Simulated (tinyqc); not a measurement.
Worked calculation: plane-wave Kohn-Sham cycle with exchange-only LDA in a layered model solid. One step of it, computed by the program tinyqc.

Question. Iteration 1: potential. V_H(G) = 4 pi rho(G)/G^2 for G != 0 (uniform background); v_x = -(3 rho/pi)^(1/3); V = V_ext + V_H + v_x; Fourier components f(G_m) = (1/N) sum_j f(x_j) exp(-i G_m x_j).

A solid whose potential varies along x alone (atomic units):
```
parameter                      value
period a                    5.300000
cross-section of the cell  14.000000
electrons per cell                 2
grid points                       16
plane waves -n..n, n               3
k points                           1
V1 in V1 cos(2 pi x/a)     -0.520000
V2 in V2 cos(4 pi x/a)      0.060000
```

density at the start, on the grid x_j = j a/N (e/bohr^3): 0.02695418  0.02695418  0.02695418  0.02695418  0.02695418  0.02695418  0.02695418  0.02695418  0.02695418  0.02695418  0.02695418  0.02695418  0.02695418  0.02695418  0.02695418  0.02695418

Give: Potentials on the grid; V(G_m), m = 0, 1, 2, ....

Answer.

Potentials on the grid (hartree):
```
x         V_ext     V_H      v_x        V
0.0000  -0.4600  0.0000  -0.2953  -0.7553
0.3312  -0.4380  0.0000  -0.2953  -0.7332
0.6625  -0.3677  0.0000  -0.2953  -0.6630
0.9938  -0.2414  0.0000  -0.2953  -0.5367
1.3250  -0.0600  0.0000  -0.2953  -0.3553
1.6562   0.1566  0.0000  -0.2953  -0.1387
1.9875   0.3677  0.0000  -0.2953   0.0724
2.3188   0.5228  0.0000  -0.2953   0.2276
2.6500   0.5800  0.0000  -0.2953   0.2847
2.9813   0.5228  0.0000  -0.2953   0.2276
3.3125   0.3677  0.0000  -0.2953   0.0724
3.6437   0.1566  0.0000  -0.2953  -0.1387
3.9750  -0.0600  0.0000  -0.2953  -0.3553
4.3063  -0.2414  0.0000  -0.2953  -0.5367
4.6375  -0.3677  0.0000  -0.2953  -0.6630
4.9688  -0.4380  0.0000  -0.2953  -0.7332
```

V(G_m), m = 0, 1, 2, ... (hartree): -0.2953  -0.2600  0.0300  0.0000  0.0000  0.0000  0.0000
